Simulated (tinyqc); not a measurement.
What moves the results: parabolic quantum dot in a magnetic field (Fock-Darwin). A value that a table varies takes the place of the one given here.

Two dimensions, V = m w0^2 r^2/2, one valley. hbar wc = 2 muB B/m, W = sqrt(w0^2 + wc^2/4), E(n, l, s) = (2n + |l| + 1) hbar W - l hbar wc/2 + s gs muB B, n = 0, 1, ..., l = 0, +/-1, ..., s = +/-1/2; length lam = sqrt(2c/(m hbar W)), c = hbar^2/2m0.

Two electrons, first order in the Coulomb energy: the singlet (0,0)^2 has 2W + J0 and the lowest triplet (0,0)(0,1) has 3W - wc/2 + J0/2 - Ez, with J0 = sqrt(pi/2) q/(eps lam), q = e^2/(4 pi eps0), Ez = |gs| muB B.

Exact treatment: the centre of mass separates with energy W, and the relative motion obeys [-(2c/m) Laplacian + (2c/m) r^2/(2 lam^2)^2 + q/(eps r)] psi = e_l psi for angular number l, solved in 14 Gaussians r^l exp(-a r^2), a = 1.7^i/(4 lam^2), i = -3 to 10. E(S) = W + e_0, E(T) = W + e_1 - wc/2 - Ez.

Constants: muB = 5.788381798e-05 eV/T; hbar^2/2m0 = 3.80998211 eV angstrom^2; e^2/(4 pi eps0) = 14.39964547 eV angstrom.

Parameters, chosen for this exercise (near those of a gate-defined dot in Si; not measured data): m = 0.1848 m0 (mass); gs = 2.1 (g factor); w0 = 7.8 meV (confinement energy hbar w0); Bs = (0, 3.1, 6.2, 10, 15, 22, 32) T (fields); eps = 11.6 (dielectric constant); B = 9.96 T (magnetic field).

## Levels against field

Six orbital levels without the Zeeman term.

Levels (meV):
```
B (T)   (0,0)   (0,1)  (0,-1)   (0,2)   (1,0)   (0,3)
0       7.800  15.600  15.600  23.400  23.400  31.200
3.1     7.860  14.749  16.691  21.639  23.581  28.528
6.2     8.038  14.134  18.018  20.230  24.114  26.326
10      8.405  13.679  19.943  18.952  25.216  24.225
15      9.106  13.513  22.910  17.921  27.317  22.328
22     10.408  13.925  27.707  17.442  31.224  20.959
32     12.701  15.378  35.424  18.055  38.102  20.733
```

(0,2) crosses (0,-1) where W = 3 wc/2, that is wc = w0/sqrt(2), B = 8.80 T, and (0,3) crosses it at W = wc, B = 14.38 T. States with n = 0 and l >= 0 draw together into the lowest Landau level: their spacing W - wc/2 shrinks from 7.80 to 2.68 meV, while (0,-1) climbs to 22.72 meV above (0,0).

## Singlet against triplet in a field

For each field, first order and exact.

Energies (meV):
```
B (T)      J0  W - wc/2     Ez  E(T) - E(S), first order  exact
0      21.398     7.800  0.000                    -2.899   3.12
3.1    21.481     6.889  0.377                    -4.228   1.80
6.2    21.722     6.096  0.754                    -5.519   0.54
10     22.213     5.273  1.216                    -7.049  -0.92
15     23.120     4.407  1.823                    -8.976  -2.72
22     24.718     3.517  2.674                   -11.516  -5.04
32     27.305     2.677  3.890                   -14.865  -8.08
```

Exactly, the triplet drops below the singlet between 6.2 and 10 T. First order has the triplet lower even at zero field, which the exact solution forbids; with J0/W = 2.74 at zero field it misses the splitting there by 6.01 meV. From the first row to the last the orbital cost falls by 5.12 meV, the Coulomb gain J0/2 (half direct, half exchange) grows by 2.95 meV and the Zeeman gain by 3.89 meV. States of higher angular number, which take over at higher fields, in soft dots already within such a table, are left out.

## What each parameter does

The two modes W +/- wc/2, lam and the exact E(T) - E(S), with q = e^2/(4 pi eps0) and Ez = |gs| muB B. Each row changes one parameter from the base and keeps the others.

Results:
```
case           upper mode (meV)  lower mode (meV)  lam (angstrom)  E(T) - E(S) (meV)
base                     11.520             5.281            70.1              -0.90
B = 5.98 T                9.895             6.149            71.7               0.63
w0 = 6.24 meV            10.096             3.857            76.9              -1.64
m = 0.2125 m0            10.971             5.545            65.9              -0.71
gs = 3.15                11.520             5.281            70.1              -1.51
eps = 9.9                11.520             5.281            70.1              -1.21
```

The largest shifts from the base row, up to three for each result and ties (the steps differ in size, so this ranks the rows, not the parameters). upper mode (meV): B -1.626, w0 -1.424, m -0.549; unchanged at the printed digits by gs and eps. lower mode (meV): w0 -1.424, B +0.868, m +0.264; unchanged at the printed digits by gs and eps. lam (angstrom): w0 +6.8, m -4.2, B +1.6; unchanged at the printed digits by gs and eps. E(T) - E(S) (meV): B +1.53, w0 -0.74, gs -0.61.

Computed by tinyqc, a small Python program: `OMP_NUM_THREADS=1 python tinyqc.py 1252519 1252520 out.jsonl` (the numbers bound the seed that draws the inputs); one thread of a shared host (Intel(R) Xeon(R) Processor @ 2.30GHz), about 0.07 s for the whole set of steps.
